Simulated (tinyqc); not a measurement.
Worked calculation: plane-wave Kohn-Sham cycle with exchange-only LDA in a layered model solid. One step of it, computed by the program tinyqc.

Task: Iteration 1: potential. V_H(G) = 4 pi rho(G)/G^2 for G != 0 (uniform background); v_x = -(3 rho/pi)^(1/3); V = V_ext + V_H + v_x; Fourier components f(G_m) = (1/N) sum_j f(x_j) exp(-i G_m x_j).

A solid whose potential varies along x alone (atomic units):
```
parameter                      value
period a                    5.400000
cross-section of the cell  23.000000
electrons per cell                 2
grid points                       16
plane waves -n..n, n               2
k points                           3
V1 in V1 cos(2 pi x/a)     -0.470000
V2 in V2 cos(4 pi x/a)      0.190000
```

density at the start, on the grid x_j = j a/N (e/bohr^3): 0.01610306  0.01610306  0.01610306  0.01610306  0.01610306  0.01610306  0.01610306  0.01610306  0.01610306  0.01610306  0.01610306  0.01610306  0.01610306  0.01610306  0.01610306  0.01610306

Give: Potentials on the grid; V(G_m), m = 0, 1, 2, ....

Result:

Potentials on the grid (hartree):
```
x         V_ext     V_H      v_x        V
0.0000  -0.2800  0.0000  -0.2487  -0.5287
0.3375  -0.2999  0.0000  -0.2487  -0.5485
0.6750  -0.3323  0.0000  -0.2487  -0.5810
1.0125  -0.3142  0.0000  -0.2487  -0.5629
1.3500  -0.1900  0.0000  -0.2487  -0.4387
1.6875   0.0455  0.0000  -0.2487  -0.2032
2.0250   0.3323  0.0000  -0.2487   0.0837
2.3625   0.5686  0.0000  -0.2487   0.3199
2.7000   0.6600  0.0000  -0.2487   0.4113
3.0375   0.5686  0.0000  -0.2487   0.3199
3.3750   0.3323  0.0000  -0.2487   0.0837
3.7125   0.0455  0.0000  -0.2487  -0.2032
4.0500  -0.1900  0.0000  -0.2487  -0.4387
4.3875  -0.3142  0.0000  -0.2487  -0.5629
4.7250  -0.3323  0.0000  -0.2487  -0.5810
5.0625  -0.2999  0.0000  -0.2487  -0.5485
```

V(G_m), m = 0, 1, 2, ... (hartree): -0.2487  -0.2350  0.0950  0.0000  0.0000
